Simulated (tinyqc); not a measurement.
RHF in the sto-6g basis, for H3+, spin multiplicity 1, step by step. Computed by tinyqc, a small Python program that keeps every step (integrals from PySCF). Settings: charge = 1, multiplicity = 1, basis = sto-6g, energy threshold = 1e-09, iteration cap = 73, orthogonalisation = symmetric, start = random, DIIS depth = 0, method = RHF. Command: `OMP_NUM_THREADS=1 python tinyqc.py 24161 24162 out.jsonl` (the two numbers bound the seeds that draw the settings). One thread of a shared host (Intel(R) Xeon(R) Processor @ 2.60GHz), about 0.04 s of CPU time with the checks. Later iterations appear only in the table of the cycle.

## One-electron integrals

Geometry (angstrom):
```
atom         x         y          z
H     0.000000  0.000000   0.000000
H     0.000000  0.000000   0.889000
H     0.000000  0.257000  -0.858000
```

Basis sto-6g: exponents (1/bohr^2) and contraction coefficients of normalised primitives:
```
element  l (shell)   exponent  coefficient
H            s (1)  35.523221     0.009164
H            s (1)   6.513144     0.049361
H            s (1)   1.822143     0.168538
H            s (1)   0.625955     0.370563
H            s (1)   0.243077     0.416492
H            s (1)   0.100112     0.130334
```

Overlap, kinetic and nuclear-attraction integrals over the contracted functions; the nuclear repulsion is the sum of Za Zb / Rab.

nuclear repulsion = 1.48575233 hartree

overlap S, lower triangle:
```
          1H 1s     2H 1s     3H 1s
1H 1s  1.000000
2H 1s  0.564111  1.000000
3H 1s  0.559954  0.173072  1.000000
```

kinetic energy T (hartree), lower triangle:
```
          1H 1s      2H 1s     3H 1s
1H 1s  0.768522
2H 1s  0.156734   0.768522
3H 1s  0.153729  -0.006944  0.768522
```

nuclear attraction V (hartree), lower triangle:
```
           1H 1s      2H 1s      3H 1s
1H 1s  -2.369653
2H 1s  -1.178752  -2.105640
3H 1s  -1.167688  -0.332696  -2.102153
```

core Hamiltonian H = T + V (hartree), lower triangle:
```
           1H 1s      2H 1s      3H 1s
1H 1s  -1.601131
2H 1s  -1.022017  -1.337118
3H 1s  -1.013959  -0.339640  -1.333631
```

## Two-electron integrals

Functions are numbered as in S; the eight-fold symmetry (ij|kl) = (ji|kl) = (kl|ij) leaves the list below.

Two-electron integrals (ij|kl) in chemists' order, unique and non-zero (hartree):
```
(11|11) 0.774999   (21|11) 0.363504   (21|21) 0.209416   (22|11) 0.515619
(22|21) 0.363504   (22|22) 0.774999   (31|11) 0.360099   (31|21) 0.158266
(31|22) 0.216943   (31|31) 0.205996   (32|11) 0.105067   (32|21) 0.054044
(32|22) 0.085854   (32|31) 0.053658   (32|32) 0.015996   (33|11) 0.513284
(33|21) 0.218080   (33|22) 0.297289   (33|31) 0.360099   (33|32) 0.085854
(33|33) 0.774999
```

## Orthogonalisation

S = U s U^T; symmetric (Loewdin) form X = U s^(-1/2) U^T, so that X^T S X = 1.

eigenvalues of S: 0.286996  0.826934  1.886070

X, lower triangle:
```
           1H 1s     2H 1s     3H 1s
1H 1s   1.359006
2H 1s  -0.402110  1.169296
3H 1s  -0.398188  0.068046  1.166170
```

## Starting guess

The start is random orthonormal orbitals; D = 2 C_occ C_occ^T.

D at the start, lower triangle:
```
           1H 1s      2H 1s     3H 1s
1H 1s   0.086177
2H 1s  -0.304669   1.077123
3H 1s   0.323451  -1.143526  1.214022
```

## Iteration 1: building the Fock matrix

J_ij = sum D_kl (ij|kl), K_ij = sum D_kl (ik|jl); F = H + J - 0.5 K; E = tr D H + tr D J / 2 - 0.25 tr D K + E_nn.

Coulomb J (hartree), lower triangle:
```
          1H 1s     2H 1s     3H 1s
1H 1s  1.016469
2H 1s  0.538795  0.962611
3H 1s  0.615980  0.170953  1.209029
```

exchange K (hartree), lower triangle:
```
          1H 1s      2H 1s     3H 1s
1H 1s  0.191928
2H 1s  0.042406   0.489348
3H 1s  0.368096  -0.142576  0.979749
```

Fock matrix F (hartree), lower triangle:
```
           1H 1s      2H 1s      3H 1s
1H 1s  -0.680626
2H 1s  -0.504425  -0.619180
3H 1s  -0.582028  -0.097399  -0.614477
```

total energy of this density = -0.40007331 hartree

## Iteration 1: diagonalisation and new density

Diagonalise F' = X^T F X, C = X C', fill 1 alpha and 1 beta electrons from the bottom; D = 2 C_occ C_occ^T. Each column has its largest component positive (the first on a tie).

F' = X^T F X (hartree), lower triangle:
```
           1          2          3
1  -0.304557
2  -0.302413  -0.468775
3  -0.423208   0.197093  -0.394031
```

orbital energies (hartree): MO1 -0.792415, MO2 -0.628132, MO3 0.253184

coefficients C:
```
            MO1        MO2        MO3
1H 1s  0.616732   0.009418   1.336674
2H 1s  0.099518   0.910749  -0.833191
3H 1s  0.457158  -0.595687  -0.979440
```

D after iteration 1, lower triangle:
```
          1H 1s     2H 1s     3H 1s
1H 1s  0.760717
2H 1s  0.122752  0.019808
3H 1s  0.563887  0.090991  0.417986
```

## Iteration 2: building the Fock matrix

As before.

Coulomb J (hartree), lower triangle:
```
          1H 1s     2H 1s     3H 1s
1H 1s  1.328786
2H 1s  0.614614  0.881382
3H 1s  0.709684  0.194205  1.195565
```

exchange K (hartree), lower triangle:
```
          1H 1s     2H 1s     3H 1s
1H 1s  1.203960
2H 1s  0.568299  0.347158
3H 1s  0.888164  0.372981  0.915868
```

Fock matrix F (hartree), lower triangle:
```
           1H 1s      2H 1s      3H 1s
1H 1s  -0.874325
2H 1s  -0.691553  -0.629315
3H 1s  -0.748357  -0.331926  -0.596000
```

total energy of this density = -1.14376072 hartree

## Iteration 2: diagonalisation and new density

As before.

F' = X^T F X (hartree), lower triangle:
```
           1          2          3
1  -0.351577
2  -0.446317  -0.366114
3  -0.547603   0.020602  -0.272270
```

orbital energies (hartree): MO1 -1.028920, MO2 -0.348846, MO3 0.387804

coefficients C:
```
            MO1        MO2        MO3
1H 1s  0.588433  -0.140402   1.342080
2H 1s  0.293979   0.885809  -0.813937
3H 1s  0.338541  -0.659090  -0.986979
```

D after iteration 2, lower triangle:
```
          1H 1s     2H 1s     3H 1s
1H 1s  0.692506
2H 1s  0.345974  0.172848
3H 1s  0.398418  0.199048  0.229221
```

## Iteration 8 (converged): orbitals

converged F (hartree), lower triangle:
```
           1H 1s      2H 1s      3H 1s
1H 1s  -0.888885
2H 1s  -0.738245  -0.624942
3H 1s  -0.733372  -0.351414  -0.622349
```

As before.

F' = X^T F X (hartree), lower triangle:
```
           1          2          3
1  -0.353366
2  -0.508058  -0.322625
3  -0.503612   0.005449  -0.324871
```

orbital energies (hartree): MO1 -1.051409, MO2 -0.329207, MO3 0.379754

coefficients C:
```
            MO1        MO2        MO3
1H 1s  0.577446  -0.001783   1.354141
2H 1s  0.324823  -0.774200  -0.910319
3H 1s  0.322930   0.780960  -0.899419
```

D after iteration 8, lower triangle:
```
          1H 1s     2H 1s     3H 1s
1H 1s  0.666889
2H 1s  0.375136  0.211020
3H 1s  0.372950  0.209790  0.208568
```

## Convergence

Stop when the energy changes by less than 1e-09 hartree and every element of the error matrix X^T (F D S - S D F) X is below 9e-06.

Course of the cycle:
```
iteration  E (hartree)     change  largest element of the error matrix
1          -0.40007331          -                             1.13e-01
2          -1.14376072  -7.44e-01                             1.88e-01
3          -1.21119065  -6.74e-02                             3.32e-02
4          -1.21248803  -1.30e-03                             4.17e-03
5          -1.21250437  -1.63e-05                             5.10e-04
6          -1.21250457  -2.03e-07                             6.36e-05
7          -1.21250458  -2.77e-09                             8.14e-06
8          -1.21250458  -4.22e-11                             1.07e-06
```

PySCF RHF in the same basis = -1.21250458 hartree

Converged in 8 iterations.

## Populations, bond orders and dipole

Mulliken: Z minus the diagonal of D S on the atom; Loewdin: the same with S^(1/2) D S^(1/2); Mayer order: 2 sum_s sum (D(s) S)_ij (D(s) S)_ji over the two atoms.

Charges (e):
```
atom   Mulliken    Loewdin
1H    -0.087342  -0.024507
2H     0.541053   0.509419
3H     0.546288   0.515088
```

Mayer bond orders:
```
pair     order
2-1   0.499032
3-1   0.493340
3-2   0.208229
```

dipole moment about the origin, x y z (debye): 0.000000  0.674351  0.058989
